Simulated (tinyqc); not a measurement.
Inside a calculation. Method: FCI on RHF in the cc-pvdz basis, for He, spin multiplicity 1. One step of it, computed by the program tinyqc.

Question. FCI: determinants and Hamiltonian. Slater-Condon rules over spin orbitals, with the nuclear repulsion added and E(HF) subtracted on the diagonal. Only determinants linked to the reference directly or through others are kept (one block of an abelian symmetry group), so some states are absent.

one-electron integrals over orbitals h = C^T H C (hartree):
```
           1          2         3         4         5
1  -1.941013   0.316447  0.000000  0.000000  0.000000
2   0.316447  -0.090238  0.000000  0.000000  0.000000
3   0.000000   0.000000  0.784997  0.000000  0.000000
4   0.000000   0.000000  0.000000  0.784997  0.000000
5   0.000000   0.000000  0.000000  0.000000  0.784997
```

Two-electron integrals over orbitals (pq|rs), unique and non-zero (hartree):
```
(11|11) 1.026865    (21|11) -0.316447   (21|21) 0.227505    (22|11) 0.857592
(22|21) -0.255195   (22|22) 0.765495    (31|31) 0.183149    (32|31) -0.025386
(32|32) 0.028529    (33|11) 0.961262    (33|21) -0.230485   (33|22) 0.774953
(33|33) 1.040531    (41|41) 0.183149    (42|41) -0.025386   (42|42) 0.028529
(43|43) 0.063706    (44|11) 0.961262    (44|21) -0.230485   (44|22) 0.774953
(44|33) 0.913119    (44|44) 1.040531    (51|51) 0.183149    (52|51) -0.025386
(52|52) 0.028529    (53|53) 0.063706    (54|54) 0.063706    (55|11) 0.961262
(55|21) -0.230485   (55|22) 0.774953    (55|33) 0.913119    (55|44) 0.913119
(55|55) 1.040531
```

nuclear repulsion = 0 hartree

Hartree-Fock energy = -2.85516048 hartree

Give: determinants; H - E(HF) between determinants.

Answer.

Occupation strings over the orbitals (2 doubly, a alpha, b beta, 0 empty; spin orbitals ordered 1a 1b 2a 2b ...): 20000 ab000 ba000 02000 00200 00020 00002

H - E(HF) between determinants (hartree):
```
       20000   ab000   ba000   02000   00200   00020   00002
20000  0.000   0.000   0.000   0.228   0.183   0.183   0.183
ab000  0.000   1.682  -0.228   0.061  -0.025  -0.025  -0.025
ba000  0.000  -0.228   1.682  -0.061   0.025   0.025   0.025
02000  0.228   0.061  -0.061   3.440   0.029   0.029   0.029
00200  0.183  -0.025   0.025   0.029   5.466   0.064   0.064
00020  0.183  -0.025   0.025   0.029   0.064   5.466   0.064
00002  0.183  -0.025   0.025   0.029   0.064   0.064   5.466
```
